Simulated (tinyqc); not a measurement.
Ellipsometry and reflectance of a transparent film on an absorbing substrate: psi and Delta against the film thickness.

Air (index 1), film, substrate with N2 = n2 - i k2; time factor exp(+i w t). q_j = sqrt(N_j^2 - sin^2 th), root with positive real part. Fresnel coefficients r_s = (q_a - q_b)/(q_a + q_b), r_p = (N_b^2 q_a - N_a^2 q_b)/(N_b^2 q_a + N_a^2 q_b). tan(Psi) exp(i Delta) = R_p/R_s, Delta taken from 0 to 360 degrees.

beta = 2 pi d q1/lam, X = exp(-2 i beta), R = (r01 + r12 X)/(1 + r01 r12 X) for p and s. The last column is the derivative of Delta.

Parameters, values chosen for the exercise; indices close to those of silicon dioxide on silicon: wavelength lam = 546.1 nm; angle of incidence th = 70 degrees; index of the transparent film n1 = 1.464; index of the substrate n2 = 4.086; extinction coefficient of the substrate k2 = 0.031.

Results:
```
d (nm)	Psi (degrees)	Delta (degrees)	|R_p|^2	|R_s|^2	dDelta/dd (degrees/nm)
0	12.009	178.97	0.032050	0.70831	-3.0720
27	18.132	115.84	0.073093	0.68164	-1.4743
53	27.328	90.033	0.15814	0.59218	-0.62657
80	38.253	80.943	0.24081	0.38739	-0.043883
133	66.951	266.48	0.28954	0.052419	1.2453
160	39.750	278.85	0.24710	0.35723	0.021881
187	28.280	271.36	0.16701	0.57700	-0.56667
213	19.041	247.70	0.080451	0.67543	-1.3499
240	12.102	188.84	0.032550	0.70799	-3.0295
```

Estimate the missing row, d = 107 nm.

Computed row:
```
d (nm)	Psi (degrees)	Delta (degrees)	|R_p|^2	|R_s|^2	dDelta/dd (degrees/nm)
107	62.469	90.252	0.28740	0.078091	0.93010
```

With this row back in the table: Psi goes from 12.0 through a maximum of 67.0 (at d = 133 nm among the rows listed) to 12.1 degrees. The period is 243.2 nm, after which Psi and Delta return to the values of the bare substrate, so one angle and wavelength fix d only up to a multiple of it. The size of the slope of Delta runs from 0.0219 to 3.07 degrees/nm among the rows; Delta is counted modulo 360 degrees, and sharper features can lie between the rows.

Computed by the program tinyqc: `OMP_NUM_THREADS=1 python tinyqc.py 2870104 2870105 out.jsonl`, one thread of a shared Intel Xeon 2.30GHz, about 0.01 s for the whole run.
